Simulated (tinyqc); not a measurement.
Worked calculation: plane-wave Kohn-Sham cycle with exchange-only LDA in a layered model solid. Computed by tinyqc, a small Python program that keeps every step. Settings: points = 16, plane-wave index or count = 3, electrons = 2, k points = 4, area = 17.0, mixing = 0.8, iteration cap = 74. Command: `OMP_NUM_THREADS=1 python tinyqc.py 25727 25728 out.jsonl` (the two numbers bound the seeds that draw the settings). One thread of a shared host (Intel(R) Xeon(R) Processor @ 2.60GHz), about 0.01 s of CPU time with the checks. Later iterations appear only in the table of the cycle.

## Iteration 1: potential

A solid whose potential varies along x alone (atomic units):
```
parameter                      value
period a                    4.600000
cross-section of the cell  17.000000
electrons per cell                 2
grid points                       16
plane waves -n..n, n               3
k points                           4
V1 in V1 cos(2 pi x/a)     -0.240000
```

density at the start, on the grid x_j = j a/N (e/bohr^3): [0.02557545, 0.02557545, 0.02557545, 0.02557545, 0.02557545, 0.02557545, 0.02557545, 0.02557545, 0.02557545, 0.02557545, 0.02557545, 0.02557545, 0.02557545, 0.02557545, 0.02557545, 0.02557545]

V_H(G) = 4 pi rho(G)/G^2 for G != 0 (uniform background); v_x = -(3 rho/pi)^(1/3); V = V_ext + V_H + v_x; Fourier components f(G_m) = (1/N) sum_j f(x_j) exp(-i G_m x_j).

Potentials on the grid (hartree):
```
x             V_ext       V_H        v_x          V
0.000000  -0.240000  0.000000  -0.290134  -0.530134
0.287500  -0.221731  0.000000  -0.290134  -0.511865
0.575000  -0.169706  0.000000  -0.290134  -0.459839
0.862500  -0.091844  0.000000  -0.290134  -0.381978
1.150000          0  0.000000  -0.290134  -0.290134
1.437500   0.091844  0.000000  -0.290134  -0.198290
1.725000   0.169706  0.000000  -0.290134  -0.120428
2.012500   0.221731  0.000000  -0.290134  -0.068403
2.300000   0.240000  0.000000  -0.290134  -0.050134
2.587500   0.221731  0.000000  -0.290134  -0.068403
2.875000   0.169706  0.000000  -0.290134  -0.120428
3.162500   0.091844  0.000000  -0.290134  -0.198290
3.450000          0  0.000000  -0.290134  -0.290134
3.737500  -0.091844  0.000000  -0.290134  -0.381978
4.025000  -0.169706  0.000000  -0.290134  -0.459839
4.312500  -0.221731  0.000000  -0.290134  -0.511865
```

V(G_m), m = 0, 1, 2, ... (hartree): [-0.290134, -0.120000, 0.000000, 0.000000, 0.000000, 0.000000, 0.000000]

## Iteration 1: Hamiltonian at one k

k = 0.125000 2 pi / a

H(m,m') = (k + G_m)^2/2 delta + V(G_m - G_m'), with V(-G) = V(G).

H (hartree), order -3, -2, -1, +0, +1, +2, +3:
$$\begin{pmatrix}
7.420495 & -0.120000 & 0.000000 & 0.000000 & 0.000000 & 0.000000 & 0.000000 \\
-0.120000 & 2.989434 & -0.120000 & 0.000000 & 0.000000 & 0.000000 & 0.000000 \\
0.000000 & -0.120000 & 0.424083 & -0.120000 & 0.000000 & 0.000000 & 0.000000 \\
0.000000 & 0.000000 & -0.120000 & -0.275558 & -0.120000 & 0.000000 & 0.000000 \\
0.000000 & 0.000000 & 0.000000 & -0.120000 & 0.890511 & -0.120000 & 0.000000 \\
0.000000 & 0.000000 & 0.000000 & 0.000000 & -0.120000 & 3.922289 & -0.120000 \\
0.000000 & 0.000000 & 0.000000 & 0.000000 & 0.000000 & -0.120000 & 8.819777
\end{pmatrix}$$

## Iteration 1: levels at that k

Diagonalise the Hermitian matrix.

eigenvalues (hartree): [-0.307417, 0.437754, 0.898334, 2.991800, 3.924100, 7.423744, 8.822717]

## Iteration 1: new density

Motion across x is left out: the lowest 1 band(s) hold two electrons at each of the k points (j + 1/2)/nk - 1/2. Residual R = rho(out) - rho(in); rho(new) = rho(in) + 0.8 R. rho(out) = 2/(a A nk) sum |psi|^2 with psi = sum c exp(i G x). Harris energy E = band energy - dV sum rho (V_H/2 + v_x) + (3/4) dV sum rho v_x with rho(in), dV = a A/N, band energy = (2/nk) sum of the filled levels.

rho(out) (e/bohr^3): [0.04482268, 0.04292543, 0.03780905, 0.03090048, 0.02380935, 0.01774947, 0.01333717, 0.01072641, 0.00986976, 0.01072641, 0.01333717, 0.01774947, 0.02380935, 0.03090048, 0.03780905, 0.04292543]

density after iteration 1 (e/bohr^3): [0.04097323, 0.03945543, 0.03536233, 0.02983548, 0.02416257, 0.01931467, 0.01578482, 0.01369621, 0.01301090, 0.01369621, 0.01578482, 0.01931467, 0.02416257, 0.02983548, 0.03536233, 0.03945543]

energy per cell = -0.38016900 hartree

## Iteration 2: potential

As before.

Potentials on the grid (hartree):
```
x             V_ext        V_H        v_x          V
0.000000  -0.240000   0.096140  -0.339488  -0.483348
0.287500  -0.221731   0.088277  -0.335243  -0.468697
0.575000  -0.169706   0.066222  -0.323224  -0.426708
0.862500  -0.091844   0.034127  -0.305423  -0.363139
1.150000          0  -0.002381  -0.284690  -0.287071
1.437500   0.091844  -0.037496  -0.264212  -0.209865
1.725000   0.169706  -0.066224  -0.247023  -0.143541
2.012500   0.221731  -0.084908  -0.235608  -0.098785
2.300000   0.240000  -0.091374  -0.231611  -0.082985
2.587500   0.221731  -0.084908  -0.235608  -0.098785
2.875000   0.169706  -0.066224  -0.247023  -0.143541
3.162500   0.091844  -0.037496  -0.264212  -0.209865
3.450000          0  -0.002381  -0.284690  -0.287071
3.737500  -0.091844   0.034127  -0.305423  -0.363139
4.025000  -0.169706   0.066222  -0.323224  -0.426708
4.312500  -0.221731   0.088277  -0.335243  -0.468697
```

V(G_m), m = 0, 1, 2, ... (hartree): [-0.285122, -0.100103, 0.000976, 0.000012, 0.000001, 0.000000, 0.000000]

## Iteration 2: Hamiltonian at one k

k = 0.125000 2 pi / a

As before.

H (hartree), order -3, -2, -1, +0, +1, +2, +3:
$$\begin{pmatrix}
7.425507 & -0.100103 & 0.000976 & 0.000012 & 0.000001 & 0.000000 & 0.000000 \\
-0.100103 & 2.994446 & -0.100103 & 0.000976 & 0.000012 & 0.000001 & 0.000000 \\
0.000976 & -0.100103 & 0.429095 & -0.100103 & 0.000976 & 0.000012 & 0.000001 \\
0.000012 & 0.000976 & -0.100103 & -0.270546 & -0.100103 & 0.000976 & 0.000012 \\
0.000001 & 0.000012 & 0.000976 & -0.100103 & 0.895523 & -0.100103 & 0.000976 \\
0.000000 & 0.000001 & 0.000012 & 0.000976 & -0.100103 & 3.927301 & -0.100103 \\
0.000000 & 0.000000 & 0.000001 & 0.000012 & 0.000976 & -0.100103 & 8.824789
\end{pmatrix}$$

## Iteration 2: levels at that k

As before.

eigenvalues (hartree): [-0.292898, 0.438802, 0.900953, 2.996093, 3.928561, 7.427769, 8.826836]

## Iteration 2: new density

As before.

rho(out) (e/bohr^3): [0.04222031, 0.04064729, 0.03636484, 0.03047791, 0.02428741, 0.01885021, 0.01478433, 0.01232638, 0.01151010, 0.01232638, 0.01478433, 0.01885021, 0.02428741, 0.03047791, 0.03636484, 0.04064729]

density after iteration 2 (e/bohr^3): [0.04197089, 0.04040892, 0.03616434, 0.03034942, 0.02426244, 0.01894310, 0.01498443, 0.01260035, 0.01181026, 0.01260035, 0.01498443, 0.01894310, 0.02426244, 0.03034942, 0.03616434, 0.04040892]

energy per cell = -0.36527449 hartree

## Convergence

Stop when sqrt(dV sum R^2) is below 1e-8, dV = a A/N.

Course of the cycle:
```
iteration  E (hartree)  norm of the residual
1          -0.38016900              1.09e-01
2          -0.36527449              8.76e-03
3          -0.36520031              8.74e-04
4          -0.36520025              1.44e-04
5          -0.36520027              3.10e-05
6          -0.36520027              7.01e-06
7          -0.36520027              1.59e-06
8          -0.36520027              3.59e-07
9          -0.36520027              8.12e-08
10         -0.36520027              1.84e-08
11         -0.36520027              4.15e-09
```

Converged in 11 iterations. Before convergence this energy mixes input and output and is not variational, so it may rise towards its limit.
